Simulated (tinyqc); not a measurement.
Two-band model of a narrow-gap semiconductor with electrons and holes: one step, computed by the program tinyqc.

Two parabolic bands with acoustic scattering (r = -1/2, a = 0), a gap that does not change with T, and fully ionised dopants. Melting is ignored, so values above the melting point are formal, and kappa_L does not change with T. eta_n = (E_F - E_c)/(k_B T), eta_p = -eta_n - E_g/(k_B T).

Problem. Each band alone. With x = E/(k_B T), a = alpha k_B T (0 for a parabolic band), G = x (1 + a x), D = 1 + 2 a x and <y> = int y f (1 - f) dx, f = 1/(1 + exp(x - eta)): tau = tau_0 G^r/D; transport function s = G^(3/2 + r)/D^2; n = N_0 <G^(3/2)> with N_0 = (2 m k_B T)^(3/2)/(3 pi^2 hbar^3). Integrals over x = E/(k_B T) use 160 Gauss-Legendre points in u = sqrt(x) from 0 to sqrt(max(eta, 0) + 32). sigma = e mu_0 N_0 <s> with mu_0 = e tau_0/m = mu_300 (T/300 K)^(-p); |S| = (k_B/e)(<x s>/<s> - eta); Lorenz number L = (k_B/e)^2 (<x^2 s>/<s> - (<x s>/<s>)^2); kappa_e = L sigma T; zT = S^2 sigma T/(kappa_L + kappa_e). Hall factor r_H = <x^(3/2)> <x^(1/2)>/<s>^2.

Inputs (values chosen for the exercise, for a model material): electron mass m_n = 1.4 m_0; hole mass m_p = 0.75 m_0; electron mobility parameter mu_300,n = 1400 cm^2/(V s); hole mobility parameter mu_300,p = 1200 cm^2/(V s); temperature exponent p = 1.5; temperature T = 450 K.

Doping: n-type.

eta_n = -2.765507

eta_p = -9.096889

Constants: e = 1.602176634e-19 C; m_0 = 9.1093837015e-31 kg; k_B = 1.380649e-23 J/K; hbar = 1.054571817e-34 J s; k_B = 8.617333262e-05 eV/K.

Give: Partial coefficients.

Solution.

Partial coefficients:
```
band       sigma (S/cm)  |S| (microvolt/K)  L (1e-8 V^2/K^2)  density (1/cm^3)  Hall factor
electrons         428.2              413.3             1.497         4.703e+18        1.174
holes            0.2640              956.3             1.485         3.354e+15        1.178
```

The minority carriers have the larger |S|, since the Fermi level lies farther from their band; they carry 0.062 % of the conductivity.
